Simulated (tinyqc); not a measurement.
Inside a calculation. Method: plane-wave Kohn-Sham cycle with exchange-only LDA in a layered model solid. One step of it, computed by the program tinyqc.

Problem. Iteration 1: levels at that k. Diagonalise the Hermitian matrix.

H (hartree), order -3, -2, -1, +0, +1, +2, +3:
```
[[1.612579, -0.335000, -0.035000, 0.000000, 0.000000, 0.000000, 0.000000],
 [-0.335000, 0.528509, -0.335000, -0.035000, 0.000000, 0.000000, 0.000000],
 [-0.035000, -0.335000, -0.099111, -0.335000, -0.035000, 0.000000, 0.000000],
 [0.000000, -0.035000, -0.335000, -0.270280, -0.335000, -0.035000, 0.000000],
 [0.000000, 0.000000, -0.035000, -0.335000, 0.015002, -0.335000, -0.035000],
 [0.000000, 0.000000, 0.000000, -0.035000, -0.335000, 0.756734, -0.335000],
 [0.000000, 0.000000, 0.000000, 0.000000, -0.035000, -0.335000, 1.954917]]
```

Give: eigenvalues.

Solution.

eigenvalues (hartree): [-0.7121, -0.1680, 0.1958, 0.6103, 0.8191, 1.7097, 2.0435]
